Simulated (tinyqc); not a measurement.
Scattering of inversion-layer electrons by surface optical phonons of the gate insulator (remote phonon scattering): one step, computed by the program tinyqc.

One subband with the Fang-Howard envelope; insulator and channel are half-spaces, the gate is far away, and an interlayer only moves the polar surface away by t (its own modes and its permittivity contrast are left out).

Question. Surface modes and strengths. eps(w) = eps_inf + (eps_0s - eps_i) w1^2/(w1^2 - w^2) + (eps_i - eps_inf) w2^2/(w2^2 - w^2). Surface modes solve eps(w) + eps_s = 0, a quadratic in w^2; the strength of a mode is g = 2/(w d eps/dw). Occupation N = 1/(exp(hbar w/(k_B T)) - 1).

Inputs (values chosen for the exercise, modelled on HfO2 on silicon): static constant of the insulator eps_0s = 22.6; intermediate constant eps_i = 6.48; optical constant eps_inf = 5.01; hbar omega_TO1 = 12.2 meV; hbar omega_TO2 = 47.7 meV; constant of the channel eps_s = 11.7; temperature T = 150 K.

Constants: k_B = 8.617333262e-05 eV/K.

Give: hbar omega_SO; strengths g; occupations N; hbar omega g (2 N + 1).

Answer.

hbar omega_SO (meV): 1 16.713, 2 49.885

strengths g: 1 0.025259, 2 0.005431

occupations N: 1 0.37825, 2 0.02154

hbar omega g (2 N + 1) (meV): 1 0.74153, 2 0.28260

The lower mode has the larger hbar omega g N, the prefactor of absorption before the dependence on q: 0.160 and 0.00584 meV.
